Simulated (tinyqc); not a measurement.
Raising D: domain walls in a thin film with perpendicular anisotropy: Bloch, Neel and chiral walls, motion and stripe domains. Computed by tinyqc, a small Python program. Command: `OMP_NUM_THREADS=1 python tinyqc.py 3025991 3025992 out.jsonl mwall walk`. One thread of a shared host (Intel(R) Xeon(R) Processor @ 2.30GHz), about 0.01 s of CPU time with the checks.

One-dimensional wall: polar angle theta(x), azimuth phi of the moment in the wall (phi = 0 Neel, 90 degrees Bloch). mu_0 = 1.25663706212e-6 T m/A, gamma = 1.76085963023e11 rad/(s T).

Inputs (values chosen for the exercise, for a model film): saturation magnetisation M_s = 1330 kA/m; exchange stiffness A = 19 pJ/m; uniaxial anisotropy K_u = 1350 kJ/m^3; DMI constant D = 1.5 mJ/m^2; thickness t = 1.5 nm.

Method. K_eff = K_u - mu_0 M_s^2/2; Delta = sqrt(A/K_eff); sigma_0 = 4 sqrt(A K_eff); profile theta = 2 arctan exp(x/Delta); quality factor Q = 2 K_u/(mu_0 M_s^2). sigma(phi) = sigma_0 + 2 Delta K_D cos^2(phi) - pi D cos(phi), with the wall shape anisotropy K_D = N_x mu_0 M_s^2/2, N_x = t ln 2/(pi Delta). The minimum has cos(phi) = D/D_N for D < D_N = 4 Delta K_D/pi and phi = 0 beyond; sigma turns negative at D_c = (sigma_0 + 2 Delta K_D)/pi.

D_N = 0.468339 mJ/m^2

D_c = 2.94494 mJ/m^2

width parameter Delta = 8.92424 nm

sigma_0 = 8.51613 mJ/m^2

Wall against D; the last column is the Kaplan-Gehring width, log10[0.955 t exp(pi sigma/(mu_0 M_s^2 t))/nm], with a dash where it falls below 10 Delta and the formula fails:
```
D (mJ/m^2)  phi (degrees)  sigma (mJ/m^2)  sigma/sigma_0  log10 domain width
0.094              78.422          8.4865        0.99652              3.6287
0.230              60.587          8.3387        0.97917              3.5682
0.370              37.812          8.0570        0.94608              3.4530
0.590               0.000          7.3983        0.86873              3.1834
1.200               0.000          5.4819        0.64371              2.3993
1.800               0.000          3.5969        0.42237                   -
2.400               0.000          1.7120        0.20103                   -
2.700               0.000          0.7695        0.09036                   -
```

What does the comparison show, and why?

D_N is 16 % of D_c, so a small D fixes the chirality long before it lowers the energy much. Beyond D_N sigma falls by pi per unit of D, and the domain width, which has sigma in an exponent, drops by 1.2 decades over the valid rows (values above 6 mean a single domain in any device).

Extremes, crossings and ranges named in words are read from the listed rows.
